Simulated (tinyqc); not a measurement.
What the shift does to the intrinsic density: temperature and isotope dependence of a band gap in oscillator models.

E(T) = E0 - sum_i sl_i th_i n_i(T), n = 1/(exp(th/T) - 1). The same coupling lowers the gap at 0 K by the zero-point term ZP = sum_i sl_i th_i/2, so the gap of the static lattice is E0 + ZP. Thermal expansion is taken as part of the slopes.

Constants: kB = 8.617333262e-05 eV/K; hbar^2/2m0 = 3.80998211 eV angstrom^2.

Parameters, chosen for this exercise (near those of SiC; not measured data): E0 = 3.269 eV (gap at 0 K); th = (233, 1111) K (temperatures of two oscillators); sl = (0.158, 0.387) meV/K (their high-temperature slopes); mm = 0.89 m0 (geometric mean of the density-of-states masses).

ni = 2 (mm kT/(4 pi c))^(3/2) exp(-E/2kT), c = hbar^2/2m0, with E(T) and with E0; 1 angstrom^-3 = 1e24 cm^-3. Apparent gap from an Arrhenius plot of ni/T^(3/2): E(T) - T dE/dT, dE/dT = -sum sl_i (th_i/T)^2 n_i (1 + n_i).

Results:

| T (K) | E(T) (eV) | ni (cm^-3) | ni with E(T) / ni with E0 | apparent gap (eV) |
|---|---|---|---|---|
| 200 | 3.2506 | 1.27e-22 | 1.703 | 3.2882 |
| 250 | 3.2400 | 3.53e-14 | 1.961 | 3.2997 |
| 300 | 3.2268 | 1.66e-08 | 2.262 | 3.3131 |
| 350 | 3.2113 | 0.000201 | 2.602 | 3.3268 |
| 400 | 3.1939 | 0.246 | 2.972 | 3.3398 |
| 500 | 3.1547 | 5.72e+03 | 3.767 | 3.3626 |
| 700 | 3.0653 | 6.94e+08 | 5.413 | 3.3954 |

How do the results move, and what explains it?

Using E0 in place of E(T) understates ni by a factor that rises from 1.70 to 5.41, towards exp(sum sl/2kB) = 23.6. The slope of an Arrhenius plot returns neither E(T) nor E0 but the intercept of the tangent, 3.3131 eV at 300 K, which lies 44 meV above E0 and tends to the static gap 3.5024 eV.

Run: tinyqc, `OMP_NUM_THREADS=1 python tinyqc.py 1851226 1851227 out.jsonl`; Intel(R) Xeon(R) Processor @ 2.30GHz, one thread, shared host; about 0.01 s of CPU time with all checks.
